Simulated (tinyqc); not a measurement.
# Piezoresistors in the (001) plane of a cubic crystal: effect of the direction of the resistor

Plane stress in crystal axes x = [100], y = [010]. First-order piezoresistance: d rho_xx/rho = p11 sxx + p12 syy, d rho_yy/rho = p12 sxx + p11 syy, d rho_xy/rho = p44 sxy; a resistor along d = (cos th, sin th) changes by dR/R = d.(d rho/rho).d. Changes of geometry and second-order terms are left out.

For uniaxial stress along or across the current: pL = p11 - (A/2) sin^2(2 th), pT = p12 + (A/2) sin^2(2 th), A = p11 - p12 - p44. dR/R is for the given stress.

Inputs (values chosen for the exercise); coefficients close to those of lightly doped p-type silicon: piezoresistive coefficient p11 = 6.53 x 1e-11/Pa; piezoresistive coefficient p12 = -1.1 x 1e-11/Pa; piezoresistive coefficient p44 = 142 x 1e-11/Pa; stress sxx Sx = -176 MPa; stress syy Sy = -201 MPa; shear stress sxy St = 41 MPa.

Results:
```
th (deg)  pL (1e-11/Pa)  pT (1e-11/Pa)  pL - pT (1e-11/Pa)  dR/R (%)
0                 6.530         -1.100               7.630   -0.9282
10                14.39         -8.959               23.35     1.057
30                56.92         -51.49               108.4     4.066
45                73.72         -68.28               142.0     4.798
60                56.92         -51.49               108.4     3.971
75                23.33         -17.90               41.22     1.805
90                6.530         -1.100               7.630    -1.119
```

Estimate the missing row, th = 20 deg.

Computed row:
```
th (deg)  pL (1e-11/Pa)  pT (1e-11/Pa)  pL - pT (1e-11/Pa)  dR/R (%)
20                34.29         -28.86               63.15     2.792
```

With this row back in the table: The sum pL + pT = p11 + p12 = 5.43 holds in every row. |pL - pT|, which sets the output of a bridge under uniaxial stress, is largest at 45 degrees (142) and is 7.63 at 0 degrees. The change dR/R goes from -0.928 through a maximum of 4.80 (at th = 45 deg among the rows listed) to -1.12 %.

Numbers from tinyqc (`OMP_NUM_THREADS=1 python tinyqc.py 2530075 2530076 out.jsonl`; about 0.01 s on one thread of a shared Intel Xeon 2.30GHz).
